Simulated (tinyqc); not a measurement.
Inverse iteration on a symmetric matrix, step by step. Computed by tinyqc, a small Python program that keeps every step. Settings: method = inverse, shift = 0.94. Command: `OMP_NUM_THREADS=1 python tinyqc.py 25475 25476 out.jsonl` (the two numbers bound the seeds that draw the settings). One thread of a shared host (Intel(R) Xeon(R) Processor @ 2.60GHz), about 0.01 s of CPU time with the checks.

A:
```
[[0.025000, 0.201000, 0.710000, -0.061000, -0.019000, 0.410000],
 [0.201000, 0.125000, -0.009000, 0.135000, -0.121000, 0.301000],
 [0.710000, -0.009000, 1.524000, -0.158000, -0.550000, -0.011000],
 [-0.061000, 0.135000, -0.158000, 2.052000, -0.125000, 0.295000],
 [-0.019000, -0.121000, -0.550000, -0.125000, 2.472000, -0.592000],
 [0.410000, 0.301000, -0.011000, 0.295000, -0.592000, 3.594000]]
```

Stop when the residual |A v - lambda v| is below 1e-9.

Steps:
```
step      lambda  residual
1     1.38491046  4.32e-01
2     1.41277979  2.51e-01
3     1.43730962  1.63e-01
4     1.44877401  1.07e-01
5     1.45376660  6.98e-02
6     1.45590377  4.55e-02
7     1.45681362  2.97e-02
8     1.45720021  1.93e-02
9     1.45736434  1.26e-02
10    1.45743400  8.21e-03
11    1.45746357  5.35e-03
12    1.45747611  3.48e-03
13    1.45748144  2.27e-03
14    1.45748370  1.48e-03
15    1.45748466  9.63e-04
16    1.45748506  6.27e-04
17    1.45748524  4.09e-04
18    1.45748531  2.66e-04
19    1.45748534  1.73e-04
20    1.45748535  1.13e-04
21    1.45748536  7.36e-05
22    1.45748536  4.79e-05
23    1.45748536  3.12e-05
24    1.45748536  2.03e-05
25    1.45748536  1.32e-05
26    1.45748536  8.63e-06
27    1.45748536  5.62e-06
28    1.45748536  3.66e-06
29    1.45748536  2.39e-06
30    1.45748536  1.55e-06
```

Can the last value be used, and what does the course show?

Not by the stop rule, although the second column moves by less than 1e-07 over the last three steps. Not converged in 30 steps: the residual falls only by the ratio of the two smallest distances of eigenvalues from the shift, 0.65 a step. all eigenvalues, for comparison: [-0.377015, 0.145602, 1.457485, 2.046989, 2.520227, 3.998712].
